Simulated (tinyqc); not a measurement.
# One electron in a tunnel-coupled double dot: charge qubit, sensing and quantum capacitance: effects of single changes

Basis (left, right), H = [[ep/2, tc], [tc, -ep/2]], splitting Om = sqrt(ep^2 + 4 tc^2), ep = al times the gate voltage. In equilibrium the electron is on the right with the chance P_R = [1 + (ep/Om) tanh(Om/2 kB T)]/2.

Values chosen for this exercise:

| symbol | value | unit | meaning |
|---|---|---|---|
| tc | 5.9 | ueV | tunnel coupling |
| T | 0.046 | K | electron temperature |
| al | 0.12 | eV/V | lever arm of the gate on the detuning |
| f0 | 642 | MHz | resonator frequency |

Constants: q = 1.602176634e-19 C, kB = 1.380649e-23 J/K, h = 6.62607015e-34 J s, Vt = kB T/q. Results are converted to the units shown.

Each table varies one quantity; the others keep the values above.

## Peak signal against tunnel coupling

At ep = 0: q^2 al^2 dP_R/d(ep) splits into Cq = q^2 al^2 (2 tc^2/Om^3) tanh(Om/2 kB T) and Ct = q^2 al^2 (ep/Om)^2/(4 kB T cosh^2(Om/2 kB T)); Ct appears only if relaxation is faster than the drive. A resonator of frequency f0, capacitance Cp and quality factor Q shifts by df = -f0 Cq/(2 Cp) and its phase by -2 Q Cq/Cp. The slope dP_R/d(ep) there is tanh(tc/kB T)/(4 tc).

Result of one run:
```
tc (ueV)	tc/kB T	Cq (aF)	slope (1/ueV)	2 tc/h (GHz)
24	6.055	24.03	0.01042	11.61
```

What becomes of these results when the tunnel coupling tc is changed from 24 to 78 ueV, all else the same?

Result of the changed run:
```
tc (ueV)	tc/kB T	Cq (aF)	slope (1/ueV)	2 tc/h (GHz)
78	19.68	7.395	0.003205	37.72
```

The whole series:
```
tc (ueV)	tc/kB T	Cq (aF)	slope (1/ueV)	2 tc/h (GHz)
0.42	0.1060	145.0	0.06283	0.2031
0.75	0.1892	143.8	0.06233	0.3627
1.3	0.3280	140.5	0.06090	0.6287
2.4	0.6055	130.0	0.05635	1.161
4.3	1.085	106.6	0.04622	2.079
7.7	1.942	71.89	0.03116	3.724
14	3.532	41.13	0.01783	6.770
24	6.055	24.03	0.01042	11.61
44	11.10	13.11	0.005682	21.28
78	19.68	7.395	0.003205	37.72
```

The peak Cq falls from 145 to 7.39 aF: it levels off at q^2 al^2/(4 kB T) = 146 aF for weak coupling and goes as tc^(-1.00) between the last two rows. Below tc of about kB T the slope measures temperature rather than coupling. For tc = 0.42, 0.75, 1.3, 2.4 2 tc/h is less than three times the drive frequency f0, so the electron cannot follow adiabatically.

## Line shape against detuning

q^2 al^2 dP_R/d(ep) splits into Cq = q^2 al^2 (2 tc^2/Om^3) tanh(Om/2 kB T) and Ct = q^2 al^2 (ep/Om)^2/(4 kB T cosh^2(Om/2 kB T)); Ct appears only if relaxation is faster than the drive. A Ct of 0 means below 1e-6 aF.

Results:
```
ep (ueV)	Om (ueV)	P_R	Cq (aF)	Ct (aF)
0	11.80	0.5000	88.28	0
4.1	12.49	0.6506	75.63	2.467
8.3	14.43	0.7729	50.76	4.804
12.4	17.12	0.8527	31.18	3.963
16.5	20.29	0.9019	19.01	2.280
20.7	23.83	0.9323	11.82	1.072
24.8	27.46	0.9506	7.739	0.4640
28.9	31.22	0.9625	5.276	0.1895
37.2	39.03	0.9765	2.702	0.02802
41.3	42.95	0.9807	2.027	0.01059
```

Estimate the missing row, ep = 33 ueV.

Computed row:
```
ep (ueV)	Om (ueV)	P_R	Cq (aF)	Ct (aF)
33	35.05	0.9707	3.730	0.07462
```

With this row back in the table: Cq falls from 88.3 to 2.03 aF, and Ct goes from 0 through a maximum of 4.80 (at ep = 8.3 ueV among the rows listed) to 0.0106 aF. Among the rows listed Ct reaches at most 5.44 % of the peak of Cq, with tc/kB T = 1.5: heat populates the upper level, lowers Cq and adds side lobes.

Computed by the program tinyqc: `OMP_NUM_THREADS=1 python tinyqc.py 2470022 2470023 out.jsonl`, one thread of a shared Intel Xeon 2.30GHz, about 0.01 s for the whole run.
